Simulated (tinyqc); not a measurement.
What moves the results: defect-molecule model of a vacancy with Jahn-Teller distortion. A value that a table varies takes the place of the one given here.

Four dangling hybrids a, b, c, d point into the vacancy: H_ii = E0, and -gm between any two. A tetragonal distortion Q pairs a with b and c with d: those two couplings become -gm - I Q and the other four -gm + I Q/2, at an elastic cost k Q^2/2. The a1 level holds two electrons; charge states 2+, + and 0 put n = 0, 1, 2 more into the lowest level of t2 origin. Energy from the 2+ state at Q = 0, with the Fermi level mu counted from Ev: W_n(Q) = n (et - 2 I Q) + k Q^2/2 + Uc n (n - 1)/2 - n mu. et = E0 + gm is the undistorted t2 level.

Constants: kB = 8.617333262e-05 eV/K.

Inputs chosen for the exercise (of the size used for the vacancy in silicon; not measured data):
```
symbol  value  unit           meaning
E0      -0.04  eV             level of a dangling hybrid, from Ev
gm      0.38   eV             coupling between two dangling hybrids
I       0.99   eV/angstrom    Jahn-Teller coupling
k       15     eV/angstrom^2  force constant of the mode
Uc      0.14   eV             repulsion of two electrons in one orbital
T       400    K              temperature
mu1     0.03   eV             first Fermi level
```

## Occupation against the Fermi level

Weights g_n exp(-W_n/kT) with W_n = n et - n^2 E_JT + Uc n (n - 1)/2 - n mu, E_JT = 2 I^2/k, degeneracies 1, 6 (spin and three axes) and 3; mu = mu1 + 0.03 j eV.

Shares:
```
mu (eV)      2+       +       0  mean charge
0.03     0.9652  0.0319  0.0030       1.9622
0.06     0.9121  0.0719  0.0160       1.8961
0.09     0.7763  0.1462  0.0775       1.6988
0.12     0.4953  0.2227  0.2820       1.2133
0.15     0.1880  0.2018  0.6102       0.5777
0.18     0.0453  0.1161  0.8386       0.2067
0.21     0.0089  0.0543  0.9368       0.0721
0.24     0.0016  0.0237  0.9747       0.0269
0.27     0.0003  0.0101  0.9896       0.0106
```

How do the results move?

U_eff = Uc - 2 E_JT = -0.121 eV and kT = 34.5 meV. The + state reaches at most 22.3 % on these rows, at mu = 0.12 eV. The mean charge goes from 1.96 to 0.01.

## When U turns negative

The force constant is varied. E_JT = 2 I^2/k, E(2+/+) = et - E_JT, E(+/0) = et - 3 E_JT + Uc, U_eff = Uc - 2 E_JT.

Against k:
```
k (eV/angstrom^2)  E_JT (eV)  (2+/+) (eV)  (+/0) (eV)  U_eff (eV)  Q of the neutral state (angstrom)
8                     0.2450       0.0950     -0.2551     -0.3500                             0.4950
12                    0.1633       0.1767     -0.0100     -0.1867                             0.3300
16                    0.1225       0.2175      0.1125     -0.1050                             0.2475
24                    0.0817       0.2583      0.2350     -0.0233                             0.1650
32                    0.0613       0.2787      0.2962      0.0175                             0.1237
48                    0.0408       0.2992      0.3575      0.0583                             0.0825
64                    0.0306       0.3094      0.3881      0.0787                             0.0619
96                    0.0204       0.3196      0.4187      0.0992                             0.0413
```

k at which U_eff = 0 = 28.00 eV/angstrom^2

What does this show, and why?

Levels below 0 lie in the valence band. U_eff is negative for k below 4 I^2/Uc = 28.0: 4 of the 8 rows. The gain grows as n^2, so the second electron wins 3 E_JT where the first wins E_JT. For a stiff lattice the levels tend to et = 0.340 and et + Uc = 0.480 eV.

## What each parameter does

E_JT = 2 I^2/k, E(2+/+) = et - E_JT, E(+/0) = et - 3 E_JT + Uc, U_eff = E(+/0) - E(2+/+); a1 level E0 - 3 gm. Each row changes one parameter from the base and keeps the others.

Results:
```
case                    (2+/+) (eV)  (+/0) (eV)  U_eff (eV)  a1 (eV)
base                         0.2093      0.0880     -0.1214  -1.1800
E0 = 0.01 eV                 0.2593      0.1380     -0.1214  -1.1300
gm = 0.42 eV                 0.2493      0.1280     -0.1214  -1.3000
I = 1.089 eV/angstrom        0.1819      0.0056     -0.1762  -1.1800
k = 16.5 eV/angstrom^2       0.2212      0.1236     -0.0976  -1.1800
Uc = 0.2 eV                  0.2093      0.1480     -0.0614  -1.1800
```

How do the results move?

The largest shifts from the base row, up to three for each result and ties (the steps differ in size, so this ranks the rows, not the parameters). (2+/+) (eV): E0 +0.0500, gm +0.0400, I -0.0274; unchanged at the printed digits by Uc. (+/0) (eV): I -0.0823, Uc +0.0600, E0 +0.0500. U_eff (eV): Uc +0.0600, I -0.0549, k +0.0238; unchanged at the printed digits by E0 and gm. a1 (eV): gm -0.1200, E0 +0.0500; unchanged at the printed digits by I, k and Uc. E0 and gm move both levels alike, so U_eff depends on I, k and Uc alone.

(tinyqc, `OMP_NUM_THREADS=1 python tinyqc.py 1480386 1480387 out.jsonl`, Intel(R) Xeon(R) Processor @ 2.30GHz, 1 thread, shared host, about 0.01 s.)
